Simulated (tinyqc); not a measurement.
## Core-level spacing from the offsets

Problem. For an overlayer B on a substrate A, dEv = (iB - iA) - (cB - vB) + (cA - vA) in binding energies, and dEc + dEv = EgB - EgA. Find dEv and the spacing iB - iA that a thin film must show.

Values chosen for this exercise: gap of the substrate A EgA = 1.42 eV; gap of the overlayer B EgB = 5.3 eV.

dEc = 2.1811763 eV
cA - vA = 91.038824 eV
cB - vB = 14 eV

Answer. The gaps give dEv, and the Kraut relation is solved for the spacing.

dEv = 1.6988 eV
iB - iA = -75.340 eV

tinyqc, about 0.01 s, one thread, Intel Xeon 2.30GHz (shared host): `OMP_NUM_THREADS=1 python tinyqc.py 2410131 2410132 out.jsonl`
